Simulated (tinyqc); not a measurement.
Worked calculation: RKS/BLYP in the sto-3g basis, for BeH2, spin multiplicity 1. One step of it, computed by the program tinyqc.

Problem. Iteration 2: building the Kohn-Sham matrix. J_ij = sum D_kl (ij|kl); F = H + J + V_xc; E = tr D H + tr D J / 2 + E_xc + E_nn.

D after iteration 1, order 1Be 1s, 1Be 2s, 1Be 2px, 1Be 2py, 1Be 2pz, 2H 1s, 3H 1s:
```
[[2.057347, -0.161711, 0.000000, -0.001860, -0.003588, -0.195937, -0.194257],
 [-0.161711, 0.612794, 0.000000, 0.001559, 0.008593, 0.441209, 0.442467],
 [0.000000, 0.000000, 0.000000, 0.000000, 0.000000, 0.000000, 0.000000],
 [-0.001860, 0.001559, 0.000000, 0.425938, -0.000009, 0.401124, -0.404505],
 [-0.003588, 0.008593, 0.000000, -0.000009, 0.000121, 0.006209, 0.006286],
 [-0.195937, 0.441209, 0.000000, 0.401124, 0.006209, 0.696348, -0.059301],
 [-0.194257, 0.442467, 0.000000, -0.404505, 0.006286, -0.059301, 0.708867]]
```

core Hamiltonian H = T + V (hartree), order 1Be 1s, 1Be 2s, 1Be 2px, 1Be 2py, 1Be 2pz, 2H 1s, 3H 1s:
```
[[-8.646788, -2.134595, 0.000000, -0.000647, -0.002352, -0.572248, -0.541378],
 [-2.134595, -2.833486, 0.000000, -0.003008, -0.019615, -1.286171, -1.249527],
 [0.000000, 0.000000, -2.289305, 0.000000, 0.000000, 0.000000, 0.000000],
 [-0.000647, -0.003008, 0.000000, -2.517489, -0.000165, -1.322279, 1.296298],
 [-0.002352, -0.019615, 0.000000, -0.000165, -2.290334, -0.090946, -0.089456],
 [-0.572248, -1.286171, 0.000000, -1.322279, -0.090946, -2.223453, -0.123059],
 [-0.541378, -1.249527, 0.000000, 1.296298, -0.089456, -0.123059, -2.196047]]
```

Two-electron integrals (ij|kl) in chemists' order, unique and non-zero (hartree):
```
(11|11) 2.298831    (21|11) 0.392036    (21|21) 0.079539    (22|11) 0.570988
(22|21) 0.143041    (22|22) 0.417683    (31|31) 0.014607    (32|31) 0.021888
(32|32) 0.092265    (33|11) 0.569578    (33|21) 0.143083    (33|22) 0.417589
(33|33) 0.449859    (41|41) 0.014607    (42|41) 0.021888    (42|42) 0.092265
(43|43) 0.024249    (44|11) 0.569578    (44|21) 0.143083    (44|22) 0.417589
(44|33) 0.401360    (44|44) 0.449859    (51|51) 0.014607    (52|51) 0.021888
(52|52) 0.092265    (53|53) 0.024249    (54|54) 0.024249    (55|11) 0.569578
(55|21) 0.143083    (55|22) 0.417589    (55|33) 0.401360    (55|44) 0.401360
(55|55) 0.449859    (61|11) 0.102788    (61|21) 0.020834    (61|22) 0.037731
(61|33) 0.037456    (61|41) 0.001868    (61|42) 0.003486    (61|44) 0.038300
(61|51) 0.000125    (61|52) 0.000234    (61|54) 0.000057    (61|55) 0.037459
(61|61) 0.005731    (62|11) 0.225144    (62|21) 0.057097    (62|22) 0.178684
(62|33) 0.172205    (62|41) 0.007496    (62|42) 0.043892    (62|44) 0.191395
(62|51) 0.000503    (62|52) 0.002944    (62|54) 0.001287    (62|55) 0.172292
(62|61) 0.016522    (62|62) 0.109187    (63|31) 0.005542    (63|32) 0.025153
(63|43) 0.007831    (63|53) 0.000525    (63|63) 0.010754    (64|11) 0.232664
(64|21) 0.059776    (64|22) 0.196332    (64|33) 0.184723    (64|41) 0.012293
(64|42) 0.068676    (64|44) 0.219264    (64|51) 0.000453    (64|52) 0.002919
(64|54) 0.001791    (64|55) 0.184808    (64|61) 0.018181    (64|62) 0.137118
(64|64) 0.179017    (65|11) 0.015603    (65|21) 0.004009    (65|22) 0.013167
(65|33) 0.012388    (65|41) 0.000453    (65|42) 0.002919    (65|44) 0.013654
(65|51) 0.005573    (65|52) 0.025349    (65|54) 0.007916    (65|55) 0.013444
(65|61) 0.001219    (65|62) 0.009196    (65|64) 0.011284    (65|65) 0.011511
(66|11) 0.389821    (66|21) 0.100710    (66|22) 0.350959    (66|33) 0.325470
(66|41) 0.016378    (66|42) 0.120513    (66|44) 0.401312    (66|51) 0.001098
(66|52) 0.008082    (66|54) 0.005086    (66|55) 0.325811    (66|61) 0.030093
(66|62) 0.266479    (66|64) 0.356867    (66|65) 0.023933    (66|66) 0.774606
(71|11) 0.097190    (71|21) 0.019703    (71|22) 0.035696    (71|33) 0.035436
(71|41) -0.001760   (71|42) -0.003295   (71|44) 0.036231    (71|51) 0.000118
(71|52) 0.000222    (71|54) -0.000053   (71|55) 0.035440    (71|61) 0.004940
(71|62) 0.013192    (71|64) 0.013237    (71|65) 0.000979    (71|66) 0.022877
(71|71) 0.005124    (72|11) 0.217942    (72|21) 0.055301    (72|22) 0.173716
(72|33) 0.167347    (72|41) -0.007255   (72|42) -0.042935   (72|44) 0.186212
(72|51) 0.000488    (72|52) 0.002890    (72|54) -0.001270   (72|55) 0.167433
(72|61) 0.013505    (72|62) 0.057883    (72|64) 0.057294    (72|65) 0.004805
(72|66) 0.105216    (72|71) 0.015141    (72|72) 0.104133    (73|31) 0.005301
(73|32) 0.024230    (73|43) -0.007608   (73|53) 0.000512    (73|63) 0.004608
(73|73) 0.010099    (74|11) -0.227088   (74|21) -0.058364   (74|22) -0.192391
(74|33) -0.181003   (74|41) 0.011871    (74|42) 0.067081    (74|44) -0.214887
(74|51) -0.000442   (74|52) -0.002884   (74|54) 0.001768    (74|55) -0.181087
(74|61) -0.013677   (74|62) -0.057935   (74|64) -0.054615   (74|65) -0.004729
(74|66) -0.103202   (74|71) -0.016774   (74|72) -0.131672   (74|74) 0.172821
(75|11) 0.015283    (75|21) 0.003928    (75|22) 0.012948    (75|33) 0.012182
(75|41) -0.000442   (75|42) -0.002884   (75|44) 0.013438    (75|51) 0.005331
(75|52) 0.024425    (75|54) -0.007693   (75|55) 0.013211    (75|61) 0.001013
(75|62) 0.004847    (75|64) 0.004721    (75|65) 0.005001    (75|66) 0.009038
(75|71) 0.001129    (75|72) 0.008862    (75|74) -0.010951   (75|75) 0.010836
(76|11) 0.020893    (76|21) 0.005165    (76|22) 0.014541    (76|33) 0.014302
(76|41) -0.000005   (76|42) -0.000042   (76|44) 0.014992    (76|51) 0.000089
(76|52) 0.000423    (76|54) -1.80e-06   (76|55) 0.014321    (76|61) 0.001369
(76|62) 0.006375    (76|64) 0.007109    (76|65) 0.000586    (76|66) 0.012860
(76|71) 0.001296    (76|72) 0.006246    (76|74) -0.007040   (76|75) 0.000579
(76|76) 0.000517    (77|11) 0.383030    (77|21) 0.098996    (77|22) 0.346877
(77|33) 0.321666    (77|41) -0.015893   (77|42) -0.118973   (77|44) 0.396685
(77|51) 0.001070    (77|52) 0.008007    (77|54) -0.005049   (77|55) 0.322006
(77|61) 0.023795    (77|62) 0.107162    (77|64) 0.103984    (77|65) 0.009123
(77|66) 0.195301    (77|71) 0.027948    (77|72) 0.259627    (77|74) -0.349747
(77|75) 0.023538    (77|76) 0.012860    (77|77) 0.774606
```

nuclear repulsion = 3.31402346 hartree

V_xc (hartree), order 1Be 1s, 1Be 2s, 1Be 2px, 1Be 2py, 1Be 2pz, 2H 1s, 3H 1s:
```
[[-1.527931, -0.215997, 0.000000, -0.000102, -0.000323, -0.057505, -0.054307],
 [-0.215997, -0.311927, 0.000000, -0.000768, -0.005299, -0.172849, -0.168615],
 [0.000000, 0.000000, -0.272035, 0.000000, 0.000000, 0.000000, 0.000000],
 [-0.000102, -0.000768, 0.000000, -0.381716, 0.000009, -0.214215, 0.210537],
 [-0.000323, -0.005299, 0.000000, 0.000009, -0.272480, -0.014839, -0.014604],
 [-0.057505, -0.172849, 0.000000, -0.214215, -0.014839, -0.468355, -0.012669],
 [-0.054307, -0.168615, 0.000000, 0.210537, -0.014604, -0.012669, -0.468292]]
```

E_xc = sum of w rho eps_xc = -3.67623312 hartree

Give: Coulomb J; Kohn-Sham matrix F; total energy of this density.

Solution.

Coulomb J (hartree), order 1Be 1s, 1Be 2s, 1Be 2px, 1Be 2py, 1Be 2pz, 2H 1s, 3H 1s:
```
[[6.4200, 1.2479, 0.0000, 0.0006, 0.0034, 0.3299, 0.3118],
 [1.2479, 2.6471, 0.0000, 0.0013, 0.0230, 1.1897, 1.1575],
 [0.0000, 0.0000, 2.5719, 0.0000, 0.0000, 0.0000, 0.0000],
 [0.0006, 0.0013, 0.0000, 2.7867, 0.0000, 1.3421, -1.3162],
 [0.0034, 0.0230, 0.0000, 0.0000, 2.5727, 0.0927, 0.0912],
 [0.3299, 1.1897, 0.0000, 1.3421, 0.0927, 2.5100, 0.0962],
 [0.3118, 1.1575, 0.0000, -1.3162, 0.0912, 0.0962, 2.4919]]
```

Kohn-Sham matrix F (hartree), order 1Be 1s, 1Be 2s, 1Be 2px, 1Be 2py, 1Be 2pz, 2H 1s, 3H 1s:
```
[[-3.7547, -1.1027, 0.0000, -0.0002, 0.0007, -0.2999, -0.2839],
 [-1.1027, -0.4983, 0.0000, -0.0025, -0.0020, -0.2693, -0.2606],
 [0.0000, 0.0000, 0.0106, 0.0000, 0.0000, 0.0000, 0.0000],
 [-0.0002, -0.0025, 0.0000, -0.1126, -0.0002, -0.1944, 0.1906],
 [0.0007, -0.0020, 0.0000, -0.0002, 0.0099, -0.0130, -0.0128],
 [-0.2999, -0.2693, 0.0000, -0.1944, -0.0130, -0.1818, -0.0396],
 [-0.2839, -0.2606, 0.0000, 0.1906, -0.0128, -0.0396, -0.1725]]
```

total energy of this density = -15.736452 hartree
